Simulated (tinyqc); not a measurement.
Conductivity against temperature: Debye-Callaway model of lattice thermal conductivity. Computed by tinyqc, a small Python program. Command: `OMP_NUM_THREADS=1 python tinyqc.py 3022703 3022704 out.jsonl callaway walk`. One thread of a shared host (Intel(R) Xeon(R) Processor @ 2.30GHz), about 0.01 s of CPU time with the checks.

Three acoustic branches with one velocity v, cut at omega_D = k_B Theta/hbar; x = hbar omega/(k_B T). v and Theta are separate inputs: Theta cuts off the heat-carrying modes, so C need not reach 3 k_B/V. gamma is an effective value that sets the umklapp rate.

Inputs (values chosen for the exercise, modelled on gallium arsenide): sound velocity v = 3630 m/s; Debye temperature Theta = 355 K; volume per atom V = 22.6 angstrom^3; mean atomic mass M = 72.3 u; effective Grueneisen parameter gamma = 2.44; umklapp exponent divisor b = 2; mass variance Gamma = 0.00012; Casimir length L = 61 micrometre.

Sample: crystal. Point defects: isotopes. Normal processes: left out.

Constants: k_B = 1.380649e-23 J/K; hbar = 1.054571817e-34 J s; u = 1.6605390666e-27 kg.

Method:
- Gamma is given directly by the isotope mixture. A = V Gamma/(4 pi v^3).
- Rates: point defects A omega^4; umklapp B omega^2 T exp(-Theta/(b T)) with B = hbar gamma^2/(M v^2 Theta). Boundaries: v/L.
- kappa_1 = c int tau_C g dx, g = x^4 e^x/(e^x - 1)^2, c = (k_B/(2 pi^2 v)) (k_B T/hbar)^3, over 0 < x < min(Theta/T, 40), by 96 Gauss-Legendre points in s with x = x_max s^2; tau_C = tau_R, the inverse of the summed rates, and kappa = kappa_1.
- The boundary limit is C v^2/(3 x boundary rate), with C = 3 c int g dx / v^2.

Rayleigh coefficient A = 4.51190e-45 s^3

Kappa (W/(m K)):
```
T (K)  all processes  without point defects  boundary limit
3.6           8.7564                 8.8058          8.8058
7.1           63.318                 67.551          67.551
12            246.48                 326.14          326.14
21            750.15                 1717.3          1747.6
36            1277.7                 3157.8          8545.5
60            760.43                 1066.6           29584
110           241.84                 266.76           67733
180           100.25                 104.23           89894
280           49.608                 50.550      1.0012e+05
460           24.616                 24.843      1.0520e+05
```

What follows from these numbers?

kappa peaks among these rows at 36 K (T/Theta = 0.101) with 1280 W/(m K). The exponent d ln kappa/d ln T is 2.91 at the cold end, the T^3 law of boundary scattering, and -1.41 at the hot end. Point defects cost most at 36 K, a factor 2.47.

Extremes, crossings and ranges named in words are read from the listed rows.
